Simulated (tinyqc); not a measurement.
Bond-orbital model of a tetrahedral semiconductor (Harrison's universal couplings): one step. Band edges at Gamma.

Parameters, chosen for this exercise (near tabulated values for Si; the model gives trends, and its gaps can be far from the real ones; not measured data): esc = -14.82 eV (s level, cation); epc = -7.7 eV (p level, cation); esa = -14.82 eV (s level, anion); epa = -7.7 eV (p level, anion).

hbar^2/(m d^2) = 1.391622 eV

Problem. Ev is the lower root of [[epa, Exx], [Exx, epc]] and the s-like conduction level the upper root of [[esa, Ess], [Ess, esc]], with Exx = 1.28 u and Ess = 5.28 u, u = hbar^2/(m d^2).

Give: Exx, Ess; Ev; s-like conduction level; E0 gap.

Solution.

Exx, Ess (eV): [1.7813, 7.3478]

Ev = -9.481 eV
s-like conduction level = -7.472 eV
E0 gap = 2.009 eV

Universal couplings give the trend of E0 from compound to compound, not its value; it can miss by several eV and by a factor of two or more, and spin-orbit coupling is left out.

(tinyqc, `OMP_NUM_THREADS=1 python tinyqc.py 1482857 1482858 out.jsonl`, Intel(R) Xeon(R) Processor @ 2.30GHz, 1 thread, shared host, about 0.01 s.)
